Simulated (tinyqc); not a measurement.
Energy and delay of logic against supply voltage: two steps of the calculation.

One expression serves below and above threshold: I(Vg) = Ik [ln(1 + exp((Vg - VT + dd V)/(al nf Vt)))]^al, with I_on = I(V) and I_off = I(0). Gate delay td = kd C V/I_on, clock period LD td. Per gate and cycle the switching energy is act C V^2 and the leakage energy I_off V LD td. No short-circuit current, no variation. Minima are sought above 0.09 V; below a few Vt gates no longer switch and the model has no meaning.

Parameters, values chosen for the exercise; values of the order met in logic technologies: temperature T = 378 K; threshold voltage at zero drain bias VT = 0.34 V; slope factor nf = 1.2; barrier lowering per volt of supply dd = 0.05; specific current of a gate Ik = 0.31 uA; exponent of the current law al = 1.4; load capacitance of a gate C = 3.1 fF; delay factor kd = 0.7; logic depth LD = 20; activity factor act = 0.05; supply voltage V = 0.93 V.

Constants: q = 1.602176634e-19 C, kB = 1.380649e-23 J/K, Vt = kB T/q. Results are converted to the units shown.

Problem 1. Currents, delay and energies. I_on, I_off, td, clock frequency 1/(LD td), both energies and their sum.

Wanted: I_on; I_off; td; clock frequency; switching energy; leakage energy; energy.

Solution 1.

I_on = 9.621 uA
I_off = 0.1694 nA
td = 209.8 ps
clock frequency = 0.2384 GHz
switching energy = 134.1 aJ
leakage energy = 0.6610 aJ
energy = 134.7 aJ

I_on/I_off = 56800; leakage makes up 0.491 % of the energy.

Problem 2. New V. Minimum-energy supply: E(V) is the energy per gate and cycle; with h = 0.001 V, E' = (E(V + h) - E(V - h))/(2 h), E'' = (E(V - h) - 2 E(V) + E(V + h))/h^2, V(new) = V - E'/E''.

V at the start = 0.29 V

Give: E'; E''; V after iteration 1.

Solution 2.

E' = 49.14 aJ/V
E'' = 999.2 aJ/V^2
V after iteration 1 = 0.2408 V

Numbers from tinyqc (`OMP_NUM_THREADS=1 python tinyqc.py 2082161 2082162 out.jsonl`; about 0.01 s on one thread of a shared Intel Xeon 2.30GHz).
